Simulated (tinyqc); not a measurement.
Configuration-coordinate model of a defect: Huang-Rhys factor and luminescence line shape: one step, computed by the program tinyqc. Command: `OMP_NUM_THREADS=1 python tinyqc.py 3031191 3031192 out.jsonl ccline walk`. One thread of a shared host (Intel(R) Xeon(R) Processor @ 2.30GHz), about 0.02 s of CPU time with the checks.

Ground state E_g(Q) = (1/2) omega_g^2 Q^2; excited state E_e(Q) = E_0 + (1/2) omega_e^2 (Q - dQ)^2 with omega_e = omega_g and E_0 = E_ZPL. Q is mass-weighted; the dipole does not depend on Q (Condon approximation).

Problem. Huang-Rhys factors and vertical energies. S = hbar omega dQ^2/(2 hbar^2/u) for each state; relaxation energy S hbar omega; absorption at E_0 + S_e hbar omega_e, emission at E_0 - S_g hbar omega_g; the Stokes shift is their difference.

Inputs (values chosen for the exercise, for a model defect in a wide-gap host): zero-phonon energy E_ZPL = 2.04 eV; displacement dQ = 0.677 u^(1/2) angstrom; ground-state phonon hbar omega_g = 44 meV.

Modes: equal frequencies in both states.

Constants: hbar^2/u = 4.18015928e-03 eV angstrom^2.

Give: S_g; S_e; relaxation energy, ground state; relaxation energy, excited state; vertical absorption energy; vertical emission energy; Stokes shift.

Solution.

S_g = 2.412

S_e = 2.412

relaxation energy, ground state = 0.1061 eV

relaxation energy, excited state = 0.1061 eV

vertical absorption energy = 2.146 eV

vertical emission energy = 1.934 eV

Stokes shift = 0.2123 eV

The coupling is intermediate: phonon replicas can be resolved beside the zero-phonon line.
